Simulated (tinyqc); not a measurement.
Poole-Frenkel parameters from three currents.

Inverse problem. Poole-Frenkel conduction in an insulator follows J = s0 F exp[-(pt - sqrt(q F/(pi eps0 ei)))/Vt], Vt = kB T/q, F in V/cm. Find ei, pt and s0.

Constants: q = 1.602176634e-19 C, kB = 1.380649e-23 J/K, eps0 = 8.8541878128e-14 F/cm where lengths are in cm. Results are converted to the units shown.

J at (0.84 MV/cm, 350 K), (3.37 MV/cm, 350 K) and (3.37 MV/cm, 400 K) (A/cm^2): 7.5141279e-4  174.31306  433.01215

Solution. The two fields give the lowering coefficient and so ei; the two temperatures give the lowered barrier, to which the lowering is added back.

ei = 4.45
pt = 0.880 eV
s0 = 0.0750 S/cm

Program tinyqc, `OMP_NUM_THREADS=1 python tinyqc.py 2370086 2370087 out.jsonl`; Intel Xeon 2.30GHz, shared host, one thread, about 0.01 s.
